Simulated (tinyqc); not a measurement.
Boltzmann transport in a parabolic band with a power-law relaxation time, step by step. Values are carried at full precision from step to step, so a last printed digit may differ when a step is redone from the rounded ones.

F_j(eta) = (1/Gamma(j + 1)) integral_0^infinity x^j dx/(1 + exp(x - eta)), which tends to exp(eta) for eta << 0.

n = N F_1/2(eta) with N = 2 (m kB T/(4 pi c))^(3/2) with c = hbar^2/2m0, in 1/angstrom^3; times 1e24 for 1/cm^3, m = md.

Constants: hbar^2/2m0 = 3.80998211 eV angstrom^2; kB = 8.617333262e-05 eV/K.

Values chosen for the exercise (masses near those of Si; tau0 is set for a mobility of the usual size at this n, kL is a free input; freeze-out and phonon drag, which matter near 77 K, are left out; the results hold for these values, not for the real material): n = 1.1e+19 1/cm^3 (electron density); md = 1.055 m0 (density-of-states mass); T = 200 K; r = 1.5 (exponent of tau); tau0 = 4.1 fs (tau at E = kT); mc = 0.2569 m0 (conductivity mass); kL = 1.3 W/(m K) (lattice thermal conductivity).

## Reduced Fermi level

Solve for eta.

N = 1.480e+19 1/cm^3
eta = -0.0368

## Integrals for r = 1.5 (ionised impurities)

tau = tau0 x^r with x = E/kT. With K_j = Gamma(j + 1) F_j(eta): <tau> = tau0 (r + 3/2) K_(r+1/2)/((3/2) K_(1/2)); mu = <tau>/(mc m0/e), m0/e = 5.685630e-12 kg/C; Hall factor rH = (3/2) K_(1/2) (2r + 3/2) K_(2r+1/2)/((r + 3/2) K_(r+1/2))^2; Seebeck S = -(kB/e) [(r + 5/2) K_(r+3/2)/((r + 3/2) K_(r+1/2)) - eta]; Lorenz number L = (kB/e)^2 [(r + 7/2) K_(r+5/2)/((r + 3/2) K_(r+1/2)) - ((r + 5/2) K_(r+3/2)/((r + 3/2) K_(r+1/2)))^2]; kB/e in V/K. Valley anisotropy is left out of rH.

Evaluate F_j and K_j for j = 1/2, r + 1/2, r + 3/2, r + 5/2 and 2r + 1/2 (each value once).

F_j and K_j:
```
j,F_j,K_j
0.5,0.74315,0.65860
2.0,0.87176,1.7435
3.0,0.91442,5.4865
4.0,0.93789,22.509
3.5,0.92795,10.794
```

## Transport coefficients

Form the ratios; u is the mean energy carried, in kT.

<tau>/tau0 = 5.295
rH = 1.754
u = 4.196
S = -364.7 microvolt/K
L = 2.906 1e-8 W ohm/K^2

The non-degenerate limits are rH = 1.933, u = r + 5/2 = 4 and L = (r + 5/2)(kB/e)^2 = 2.970; the degenerate ones are rH = 1 and L = 2.443.

## Mobility, conductivity and figure of merit

mu = <tau>/(mc m0/e) with m0/e = 5.685630e-12 kg/C; sigma = e n mu, e = 1.602176634e-19 C; Hall mobility rH mu; power factor S^2 sigma; ZT = S^2 sigma T/(kL + L sigma T), all in SI units.

mu = 149 cm^2/(V s)
Hall mobility = 261 cm^2/(V s)
sigma = 262 S/cm
power factor = 3.48 mW/(m K^2)
electronic thermal conductivity = 0.152 W/(m K)
ZT = 0.48

A Hall measurement read with rH = 1 would give a density of 6.27e+18 1/cm^3. Electrons carry 10 % of the heat. kL is far below that of crystalline Si, so ZT is too high for it.

## Checks

- Seebeck coefficient against direct integration over -df/dE (microvolt/K): both -364.7.

Computed by tinyqc, a small Python program: `OMP_NUM_THREADS=1 python tinyqc.py 1650737 1650738 out.jsonl` (the numbers bound the seed that draws the inputs); one thread of a shared host (Intel(R) Xeon(R) Processor @ 2.30GHz), about 0.01 s for the whole set of steps.
